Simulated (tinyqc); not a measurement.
What moves the results: Boltzmann transport in a parabolic band with a power-law relaxation time. A value that a table varies takes the place of the one given here.

F_j(eta) = (1/Gamma(j + 1)) integral_0^infinity x^j dx/(1 + exp(x - eta)), which tends to exp(eta) for eta << 0.

tau = tau0 x^r with x = E/kT. With K_j = Gamma(j + 1) F_j(eta): <tau> = tau0 (r + 3/2) K_(r+1/2)/((3/2) K_(1/2)); mu = <tau>/(mc m0/e), m0/e = 5.685630e-12 kg/C; Hall factor rH = (3/2) K_(1/2) (2r + 3/2) K_(2r+1/2)/((r + 3/2) K_(r+1/2))^2; Seebeck S = -(kB/e) [(r + 5/2) K_(r+3/2)/((r + 3/2) K_(r+1/2)) - eta]; Lorenz number L = (kB/e)^2 [(r + 7/2) K_(r+5/2)/((r + 3/2) K_(r+1/2)) - ((r + 5/2) K_(r+3/2)/((r + 3/2) K_(r+1/2)))^2]; kB/e in V/K. Valley anisotropy is left out of rH.

n = N F_1/2(eta) with N = 2 (m kB T/(4 pi c))^(3/2) with c = hbar^2/2m0, in 1/angstrom^3; times 1e24 for 1/cm^3, m = md.

Constants: kB = 8.617333262e-05 eV/K; hbar^2/2m0 = 3.80998211 eV angstrom^2.

Parameters, chosen for this exercise (masses near those of Si; tau0 is set for a mobility of the usual size at this n, kL is a free input; freeze-out and phonon drag, which matter near 77 K, are left out; the results hold for these values, not for the real material):
```
symbol  value    unit     meaning
ta      77       fs       acoustic tau at E = kT and 300 K
ti      33       fs       impurity tau at E = kT and 300 K
mc      0.2593   m0       conductivity mass
md      1.062    m0       density-of-states mass
tau0    4        fs       tau at E = kT
r       1.5               exponent of tau
T       300      K
kL      2.1      W/(m K)  lattice thermal conductivity
n       1.2e+19  1/cm^3   electron density
```

## The scattering mechanism

eta = -0.67441

Same eta for each exponent.

Results:
```
r                                     mechanism  <tau>/tau0     rH  S (microvolt/K)  L (1e-8 W ohm/K^2)
-0.5                           acoustic phonons       0.709  1.151           -249.0               1.561
0.0                  a constant relaxation time       1.000  1.000           -290.1               1.891
0.5   polar optical or piezoelectric scattering       1.570  1.091           -330.8               2.229
1.5                          ionised impurities       4.969  1.820           -412.5               2.931
```

From r = -1/2 to 3/2 |S| grows by 163.5 microvolt/K, against 2 kB/e = 172.3 in the non-degenerate limit: scattering that favours fast electrons raises the mean energy carried. rH is 1 only for constant tau and reaches 1.820 for r = 3/2; L spans 1.561 to 2.931 against the metallic 2.443.

## Mobility against temperature (two scattering mechanisms together, and the Matthiessen rule)

Non-degenerate electrons. 1/tau(x) = x^(1/2)/tA + 1/(tI x^(3/2)), x = E/kT, with tA = ta (T/300)^(-3/2) and tI = ti (T/300)^(3/2) (the screening logarithm is held fixed). <tau> = integral x^(3/2) tau exp(-x) dx/Gamma(5/2); mu = <tau>/(mc m0/e), m0/e = 5.685630e-12 kg/C. Matthiessen: 1/mu = 1/muA + 1/muI with <tau>A = tA Gamma(2)/Gamma(5/2), <tau>I = tI Gamma(4)/Gamma(5/2).

rH = <tau^2>/<tau>^2. ta and ti are inputs of their own, not tied to tau0.

Mobilities (cm^2/(V s)):
```
T (K)  acoustic  impurity  Matthiessen  exact     rH  Matthiessen/exact
40     8.07e+03      49.2         48.9   48.2  1.877              1.014
60     4.39e+03      90.4         88.5   84.9  1.777              1.043
80     2.85e+03       139          133    122  1.651              1.090
120    1.55e+03       256          219    180  1.420              1.217
160    1.01e+03       394          283    212  1.263              1.335
220         626       634          315    222  1.133              1.419
300         393  1.01e+03          283    203  1.060              1.395
400         255  1.56e+03          219    168  1.032              1.303
550         158  2.51e+03          149    125  1.033              1.194
```

The exact mobility peaks at 220 K of those listed. The two mechanisms are equal between 160 and 220 K. The rule overestimates everywhere, most at 220 K (by 42 %), since impurities stop the slow electrons and phonons the fast ones. rH runs between 1.032 and 1.877; the pure limits are 1.178 and 1.933, and the mixture dips below both, since the opposite energy slopes of the two rates leave tau nearly constant. Optical and intervalley phonons, left out, lower real mobilities above about 150 K.

## What moves the coefficients

sigma = e n mu with e = 1.602176634e-19 C; ZT = S^2 sigma T/(kL + L sigma T). Each row changes one parameter from the base and keeps the others.

Results:
```
case                mu (cm^2/(V s))  sigma (S/cm)  S (microvolt/K)     ZT
base                          134.8         259.2           -412.5  0.569
md = 1.381 m0                 130.8         251.4           -447.5  0.651
mc = 0.3371 m0                103.7         199.4           -412.5  0.447
n = 2.4e+19 1/cm^3            147.5         567.0           -350.0  0.804
tau0 = 6 fs                   202.2         388.8           -412.5  0.813
kL = 1.05 W/(m K)             134.8         259.2           -412.5   1.04
T = 350 K                     132.3         254.3           -433.1  0.707
```

The largest shifts from the base row, up to three for each result and ties (the steps differ in size, so this ranks the rows, not the parameters). mu (cm^2/(V s)): tau0 +67.4, mc -31.1, n +12.6; unchanged at the printed digits by kL. sigma (S/cm): n +308, tau0 +130, mc -59.8; unchanged at the printed digits by kL. S (microvolt/K): n +62.5, md -35.0, T -20.6; unchanged at the printed digits by mc, tau0 and kL. ZT: kL +0.467, tau0 +0.244, n +0.235. The row for T keeps tau0 fixed; for phonon scattering tau0 itself falls as T rises.

(tinyqc, `OMP_NUM_THREADS=1 python tinyqc.py 1650978 1650979 out.jsonl`, Intel(R) Xeon(R) Processor @ 2.30GHz, 1 thread, shared host, about 0.01 s.)
